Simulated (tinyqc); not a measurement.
Inside a calculation: round or elliptic silicon nanowire with anisotropic valleys (Ritz method). Values are carried at full precision from step to step, so a last printed digit may differ when a step is redone from the rounded ones.

Wire along x = [100] on a (001) wafer, y = [010], z = [001]. Valley groups, two valleys each (w = inverse masses): A, axis along z: w_y = 1/mt, w_z = 1/ml, m_x = mt; B, axis along y: w_y = 1/ml, w_z = 1/mt, m_x = mt; C, axis along x: w_y = w_z = 1/mt, m_x = ml.

Constants: hbar^2/2m0 = 3.80998211 eV angstrom^2; kB = 8.617333262e-05 eV/K.

Values chosen for the exercise (near those of a Si nanowire; shifted at random, so the results belong to these values and not to a real crystal): ml = 0.91 m0 (longitudinal mass); mt = 0.188 m0 (transverse mass); a = 29 angstrom (semi-axis along y); b = 29 angstrom (semi-axis along z); group = A (valley group worked out); T = 350 K (temperature).

## Stretching the ellipse

Scaling y by 1/sqrt(w_y) and z by 1/sqrt(w_z) makes the mass 1 and the semi-axes A = a/sqrt(w_y), B = b/sqrt(w_z). List them with the one-function estimate 3c (1/A^2 + 1/B^2) and the slender limit c (pi/2s)^2 (1 + 2s/(pi l)), s and l the smaller and larger of A, B; c = hbar^2/2m0.

Groups:
```
group  g      A      B  axis ratio  one function (eV)  slender limit (eV)
A      2  12.57  27.66       2.200             0.0872              0.0767
B      2  27.66  12.57       2.200             0.0872              0.0767
C      2  12.57  12.57       1.000             0.1446              0.0973
```

The one-function value suits axis ratios near 1 and the slender limit ratios well above 2.

## Matrices of three even functions

Hard wall on the ellipse (y/a)^2 + (z/b)^2 = 1, c = hbar^2/2m0. With u = y/a, v = z/b the operator is -c [(w_y/a^2) d2/du2 + (w_z/b^2) d2/dv2] on the unit disc. Basis (1 - u^2 - v^2) u^i v^j; S, X and Y are the disc integrals of f f', (df/du)(df'/du) and (df/dv)(df'/dv), from the integral of u^p v^q = 2 Gamma((p+1)/2) Gamma((q+1)/2)/((p + q + 2) Gamma((p+q+2)/2)) for even p, q; H = c (w_y X/a^2 + w_z Y/b^2).

Basis 1, u^2, v^2 times (1 - u^2 - v^2); form S and H for the chosen group.

S, lower triangle:
```
            1       u^2       v^2
1    1.047198
u^2  0.130900  0.039270
v^2  0.130900  0.013090  0.039270
```

H (meV), lower triangle:
```
           1      u^2     v^2
1    91.3440
u^2  15.2240  18.3263
v^2  15.2240   1.9030  8.3157
```

## Lowest level in this basis

Solve H p = E S p for the wire level; give E, the ratios p2/p1 and p3/p1, and H11/S11.

E = 82.7 meV

ratios: -0.25  -0.83

one function = 87.2 meV

The two added functions lower the level by 4.5 meV (5.2 %), mostly by narrowing the state along v, the direction in which the stretched ellipse is long.

## Subbands

Converged values use 21 functions of each parity class (e or o in u, then in v).

The nine lowest levels of all groups and parity classes.

Subbands:
```
group, parity  g  m_x (m0)  E (eV)
A ee           2    0.1880  0.0826
B ee           2    0.1880  0.0826
A eo           2    0.1880  0.1389
B oe           2    0.1880  0.1389
C ee           2    0.9100  0.1394
A ee           2    0.1880  0.2157
B ee           2    0.1880  0.2157
A oe           2    0.1880  0.2779
B eo           2    0.1880  0.2779
```

At 350 K and without degeneracy the populations go as g sqrt(m_x) exp(-E/kB T): among these nine the lowest level, shared by A ee and B ee, holds 75 % and the light transport mass mt 87 % of the electrons.

## Checks

- Circle of radius a with both masses mt against c (2.404826/R)^2/m, eV: both 0.1394.

Program tinyqc; command `OMP_NUM_THREADS=1 python tinyqc.py 1282763 1282764 out.jsonl`; about 0.05 s on one thread of a shared Intel(R) Xeon(R) Processor @ 2.30GHz.
